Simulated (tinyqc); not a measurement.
From breakdown voltage back to doping N of the lightly doped side: avalanche multiplication and breakdown of a junction from ionisation integrals. Computed by tinyqc, a small Python program. Command: `OMP_NUM_THREADS=1 python tinyqc.py 3007679 3007680 out.jsonl impact inv`. One thread of a shared host (Intel(R) Xeon(R) Processor @ 2.30GHz), about 0.06 s of CPU time with the checks.

Ionisation coefficients follow the local field. Position x runs through the depletion layer from the p side (x = 0), where electrons enter, to the n side (x = w), where holes enter. The built-in voltage is neglected.

Inputs (values chosen for the exercise, modelled on InP):
```
quantity,value,unit
electron prefactor a_n,5.86e+06,1/cm
electron field b_n,3.1e+06,V/cm
hole prefactor a_p,2.14e+06,1/cm
hole field b_p,2.31e+06,V/cm
exponent c,1,-
permittivity eps,12.5,-
layer width W,0.79,micrometre
```

Junction: punch-through p+ n- n+.

Constants: e = 1.602176634e-19 C; eps_0 = 8.8541878128e-12 F/m.

Method:
- alpha_n = a_n exp(-(b_n/F)^c), alpha_p = a_p exp(-(b_p/F)^c).
- Field F = F_m - e N x/(eps eps_0) over the layer, w = W, V = F_m W - e N W^2/(2 eps eps_0); valid while F > 0 at x = W.
- With Phi(x) = int_0^x (alpha_n - alpha_p) dx': 1 - 1/M_n = I_n = int_0^w alpha_n exp(-Phi) dx and M_p = M_n exp(-Phi(w)); trapezoid rule on 401 even points; breakdown at I_n = 1.
- Solve I_n(F_m) = 1.

Problem. A run gave the result below. Find the doping N of the lightly doped side, known to lie between 1.9e+16 and 3.6e+16 1/cm^3.

breakdown voltage = 35.77613 V

Solution.

Each step takes the trial c = (a f_b - b f_a)/(f_b - f_a), f being the result less the target and a, b, c the logarithms of the listed values; c replaces end b, the old b replaces a if the sign of f changed, and otherwise f_a is halved.

Scan of the range:
```
doping N of the lightly doped side (1/cm^3),breakdown voltage (V)
1.90e+16,36.9949
2.11e+16,36.7448
2.35e+16,36.4206
2.62e+16,36.0086
2.91e+16,35.5134
3.24e+16,34.8890
3.60e+16,34.1419
```

False position (Illinois rule, in the logarithm of the input) inside the bracket:
```
step,end a,end b,trial,breakdown voltage (V)
1,2.62000e+16,2.91000e+16,2.75236e+16,35.7891
2,2.91000e+16,2.75236e+16,2.75960e+16,35.7768
3,2.91000e+16,2.75960e+16,2.76035e+16,35.7755
4,2.75960e+16,2.76035e+16,2.76000e+16,35.7761
5,2.76035e+16,2.76000e+16,2.76000e+16,35.7761
```

Breakdown voltage falls at every point of a 13-point scan of the range (every second point is shown), so one value fits; it is bracketed by 2.62e16 and 2.91e16. Answer: doping N of the lightly doped side = 2.760e16 1/cm^3.
